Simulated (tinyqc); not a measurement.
Comparisons within one model: six-band Luttinger-Kohn model with strain. A value that a table varies takes the place of the one given here.

Six-band Luttinger-Kohn model in the basis |3/2,3/2>, |3/2,1/2>, |3/2,-1/2>, |3/2,-3/2>, |1/2,1/2>, |1/2,-1/2>, electron energies, zero at the top of the unstrained valence band. H = -[rows: (P+Q, -S, R, 0, -S/r2, r2 R); (-S*, P-Q, 0, R, -r2 Q, r32 S); (R*, 0, P-Q, S, r32 S*, r2 Q); (0, R*, S*, P+Q, -r2 R*, -S*/r2); (-S*/r2, -r2 Q, r32 S, -r2 R, P+Dso, 0); (r2 R*, r32 S*, r2 Q, -S/r2, 0, P+Dso)], r2 = sqrt(2), r32 = sqrt(3/2). Levels are twofold.

P = c g1 k^2 - av tr(e); Q = c g2 (kx^2 + ky^2 - 2 kz^2) - (b/2)(exx + eyy - 2 ezz); R = c sqrt3 [-g2 (kx^2 - ky^2) + 2i g3 kx ky] + (sqrt3/2) b (exx - eyy) - i d exy; S = 2 c sqrt3 g3 (kx - i ky) kz - d (exz - i eyz); c = hbar^2/2m0, e the strain tensor (not engineering shear).

s11 = (C11 + C12)/((C11 - C12)(C11 + 2 C12)), s12 = -C12/((C11 - C12)(C11 + 2 C12)), s44 = 1/C44; exx = s11 sxx + s12 (syy + szz) and cyclic, exy = s44 sxy/2; tension is positive. A uniaxial stress X along the unit vector n is s_ij = X n_i n_j.

Constants: hbar^2/2m0 = 3.80998211 eV angstrom^2.

Inputs chosen for the exercise (near those of Si; the results hold for these values, not for the real material): Dso = 0.044 eV (spin-orbit splitting); g1 = 4.3 (Luttinger gamma1); g2 = 0.34 (gamma2); g3 = 1.45 (gamma3); av = 2.42 eV (valence hydrostatic potential); b = -2.15 eV (tetragonal shear potential); d = -4.85 eV (trigonal shear potential); C11 = 163.1 GPa; C12 = 62.5 GPa; C44 = 81 GPa; load = uniaxial [110] (kind of stress); X1 = 0.8 GPa (size of the stress); E_h = 25 meV (hole energy below the top); X = -0.88 GPa (stress).

## Sweep of a uniaxial [110] stress

Edges at k = 0 and curvature masses of the top pair along [110] and [001] (step 0.0002 1/angstrom); at zero stress the top is fourfold and has no single curvature.

Edges and masses:

| X (GPa) | top (eV) | second (eV) | third (eV) | splitting (meV) | m [110] | m [001] |
|---|---|---|---|---|---|---|
| -1.50 | 0.0319 | -0.0395 | -0.0742 | 71.4 | 0.115 | 0.274 |
| -1.00 | 0.0193 | -0.0265 | -0.0620 | 45.7 | 0.118 | 0.272 |
| -0.50 | 0.0080 | -0.0133 | -0.0512 | 21.3 | 0.126 | 0.267 |
| 0.00 | 0.0000 | 0.0000 | -0.0440 | 0.0 | - | - |
| 0.50 | 0.0135 | -0.0008 | -0.0441 | 14.3 | 0.449 | 0.208 |
| 1.00 | 0.0271 | 0.0058 | -0.0517 | 21.3 | 0.418 | 0.204 |
| 1.50 | 0.0409 | 0.0158 | -0.0629 | 25.1 | 0.394 | 0.200 |

How do the results move?

The splitting reaches 71.4 meV under compression and 25.1 meV under the same tension; linear shear terms alone would make the two equal, and the difference comes from the coupling to the split-off band. At the ends of the sweep the top pair has a mass along [110] of 0.115 under compression and 0.394 under tension, so compression gives the lighter holes along [110]; along [001] it has 0.274 and 0.200. The top edge itself moves by +32 and +41 meV.

## Which stress helps holes along [110]

Each load has size X1 (biaxial: sxx = syy); masses are curvatures of the top pair at k = 0.

Results:

| load | splitting (meV) | top edge (meV) | m [110] | m [001] |
|---|---|---|---|---|
| uniaxial [110], compression | 35.7 | 14.5 | 0.120 | 0.270 |
| uniaxial [110], tension | 19.1 | 21.6 | 0.430 | 0.206 |
| uniaxial [100], compression | 42.6 | 18.8 | 0.217 | 0.270 |
| uniaxial [100], tension | 20.0 | 23.8 | 0.242 | 0.216 |
| uniaxial [111], compression | 33.6 | 13.1 | 0.148 | 0.233 |
| uniaxial [111], tension | 18.0 | 20.5 | 0.351 | 0.233 |
| biaxial (001), compression | 20.0 | 3.7 | 0.216 | 0.276 |
| biaxial (001), tension | 42.6 | 38.9 | 0.270 | 0.182 |

What can be read from the table?

The lightest mass along [110] (0.120) comes with uniaxial [110], compression. The largest splitting (42.6 meV) comes with uniaxial [100], compression; biaxial (001), tension. The heaviest mass along [001] (0.276), which lowers the confinement energy in a (001) channel, comes with biaxial (001), compression. The splitting per GPa follows b (s11 - s12) for loads along cube axes and d s44 for [111]: here 2 |b| (s11 - s12) = 42.7 and |d| s44/sqrt3 = 34.6 meV per GPa in the limit of large Dso; where the splitting nears Dso, mixing with the split-off band makes it depend on the sign of the load.

## Warping of the constant-energy contours (six-band Luttinger-Kohn model)

No strain (e = 0). In the plane kz = 0, |k| where the top and second pairs lie E_h below the top, against the angle from [100]; m = c k^2/E_h.

Contours:

| angle (degrees) | k top (1/angstrom) | k second (1/angstrom) | m top (m0) | m second (m0) |
|---|---|---|---|---|
| 0 | 0.0426 | 0.0367 | 0.276 | 0.206 |
| 9 | 0.0449 | 0.0359 | 0.307 | 0.197 |
| 18 | 0.0511 | 0.0348 | 0.398 | 0.184 |
| 27 | 0.0628 | 0.0339 | 0.602 | 0.175 |
| 36 | 0.0847 | 0.0335 | 1.093 | 0.171 |
| 45 | 0.1055 | 0.0333 | 1.697 | 0.169 |

What can be read from the table?

The heavy contour reaches 2.479 times as far along [110] as along [100], the light one 0.907 times. The warping follows g3 - g2 = 1.11 and would vanish for g2 = g3. Along [100] the heavy mass is 1/(g1 - 2 g2) = 0.276 at any energy, while the light one is 0.2056, against 1/(g1 + 2 g2) = 0.2008 at the edge, for E_h/Dso = 0.57.

## What each parameter does

Edges at k = 0 under a uniaxial [110] stress X and the curvature mass of the top pair along [110] (step 0.0002 1/angstrom). Each row changes one parameter from the base and keeps the others.

Results:

| case | top (eV) | second (eV) | third (eV) | mass (m0) |
|---|---|---|---|---|
| base | 0.0164 | -0.0233 | -0.0592 | 0.119 |
| g1 = 3.44 | 0.0164 | -0.0233 | -0.0592 | 0.133 |
| g3 = 1.74 | 0.0164 | -0.0233 | -0.0592 | 0.109 |
| C44 = 97.2 GPa | 0.0131 | -0.0211 | -0.0582 | 0.121 |
| Dso = 0.035 eV | 0.0174 | -0.0233 | -0.0513 | 0.117 |
| g2 = 0.272 | 0.0164 | -0.0233 | -0.0592 | 0.120 |
| av = 1.936 eV | 0.0179 | -0.0219 | -0.0578 | 0.119 |
| C12 = 50 GPa | 0.0148 | -0.0237 | -0.0594 | 0.119 |

What does this show?

The largest shifts from the base row, up to three for each result and ties (the steps differ in size, so this ranks the rows, not the parameters). top (eV): C44 -0.0033, C12 -0.0016, av +0.0015; unchanged at the printed digits by g1, g3 and g2. second (eV): C44 +0.0022, av +0.0015, C12 -0.0003; unchanged at the printed digits by g1, g3, Dso and g2. third (eV): Dso +0.0079, av +0.0015, C44 +0.0011; unchanged at the printed digits by g1, g3 and g2. mass (m0): g1 +0.014, g3 -0.010, Dso -0.002, C44 +0.002; unchanged at the printed digits by av and C12. The Luttinger parameters multiply k^2 and cannot move the edges; av shifts all edges alike and leaves the mass.

Program tinyqc; command `OMP_NUM_THREADS=1 python tinyqc.py 1080112 1080113 out.jsonl`; about 0.08 s on one thread of a shared Intel(R) Xeon(R) Processor @ 2.30GHz.
